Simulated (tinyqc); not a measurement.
Worked calculation: three-phonon processes in a diatomic chain: dispersion, energy and momentum conservation, and decay channels of optical phonons. Computed by tinyqc, a small Python program that keeps every step. Command: `OMP_NUM_THREADS=1 python tinyqc.py 3121445 3121446 out.jsonl threeph walk`. One thread of a shared host (Intel(R) Xeon(R) Processor @ 2.30GHz), about 0.04 s of CPU time with the checks. Intermediate numbers are printed to about 6 digits and carried at full precision; extremes and crossings named in words are read from the listed rows.

Cell length a, two atoms, one spring constant. x = q a/pi runs from -1 to 1; A and O are the acoustic and optical branches. Matrix elements are not computed: only conservation laws and occupation factors are followed.

Inputs (values chosen for the exercise, for a model chain): light mass m = 12 u; heavy mass M = 23.5 u; spring constant k = 8.9 eV/angstrom^2; temperature T = 300 K; wave number of the decaying phonon q a/pi = 0.74; zero-temperature width Gamma_0 = 0.51 1/cm.

Constants: nu for 1 eV/(angstrom^2 u) = 15.6333042 THz; h x 1 THz = 4.135667696 meV; k_B = 8.617333262e-05 eV/K; c = 299792458 m/s.

## Band edges

omega^2 = k (1/m + 1/M) -/+ k sqrt((1/m + 1/M)^2 - 4 sin^2(pi x/2)/(m M)); nu = 15.6333042 THz x sqrt(omega^2) for eV/(angstrom^2 u). Acoustic top sqrt(2 k/M), optical bottom sqrt(2 k/m), optical top sqrt(2 k (1/m + 1/M)).

acoustic top = 13.6059 THz

optical bottom = 19.0401 THz

optical top = 23.4019 THz

optical top over twice the acoustic top = 0.859990

optical bottom over twice the acoustic top = 0.699702

optical width over acoustic top = 0.320576

The zone-centre optical phonon can decay into two acoustic ones: this needs M/m <= 3.

## Dispersion

The formulas are those given above.

Branches:
```
x     nu_A (THz)  nu_O (THz)
0.10      1.7365     23.3373
0.20      3.4588     23.1448
0.35      5.9829     22.6242
0.50      8.3842     21.8484
0.65     10.5826     20.8724
0.80     12.4233     19.8320
0.90     13.2778     19.2703
1.00     13.6059     19.0401
```

## Decay of the zone-centre phonon

O(0) -> A(x) + A(-x) needs nu_A(x) = nu_O(0)/2, which gives sin^2(pi x/2) = (3/16)(m + M)^2/(m M). Full width at half maximum Gamma = Gamma_0 (1 + 2 n), n = 1/(exp(h nu_A/(k_B T)) - 1); lifetime = 1/(2 pi c Gamma).

x of the products = 0.736229

their frequency = 11.7009 THz

occupation n = 0.181807

width Gamma = 0.695443 1/cm

lifetime = 7.63375 ps

## All channels at the given wave number

Processes for O(x): decay O -> A + A and O -> O + A with x = x' + x'' (mod 2), and absorption O + A -> O with x + x' = x'' (mod 2). Roots of the energy mismatch in x' are bracketed on 4001 points from -1 to 1 and refined. A process is umklapp (U) if the sum of wave numbers leaves (-1, 1]. Weight = occupation factor/|d mismatch/dx'|, the factor being 1 + n' + n'' for decay and n' - n'' for absorption. Pairs that differ only by exchanging two acoustic products count once, and the trivial root x' = 0 is left out.

nu_O(x) = 20.2402 THz

Channels:
```
process            x'        x''  nu' (THz)  nu'' (THz)  type  weight (1/THz)
O -> A + A  -0.788827  -0.471173    12.3048     7.93547     U        0.316195
```

1 channel(s) are open, 1 of them umklapp.

## Phase space against the mass ratio

Total weight summed over channels and averaged over x = 0.05, 0.15, ..., 0.95, with m and k fixed; share of those x with an open channel.

Optical phonons:
```
M/m  weight, A + A (1/THz)  weight, with O (1/THz)  share open
1.1               0.082159                       0         1.0
1.5               0.187025                       0         1.0
2.0               0.110991                       0         0.8
2.5               0.064053                       0         0.5
2.9               0.049591                       0         0.2
3.3               0.000000                       0         0.0
3.7               0.000000                       0         0.0
4.2               0.000000                       0         0.0
6.0               0.000000                       0         0.0
```

The A + A channel closes between M/m = 2.9 and 3.3 on this grid: energy conservation alone would allow it up to M/m = 4, where the optical bottom passes twice the acoustic top, but momentum must be conserved too. No channel with a second optical phonon opens at any ratio. A large gap that shuts such channels is one reason why crystals with very unequal masses can conduct heat well.

Checks made by the program: band edges against the dispersion (relative difference below 1e-10); frequency of the products (relative difference below 1e-10).
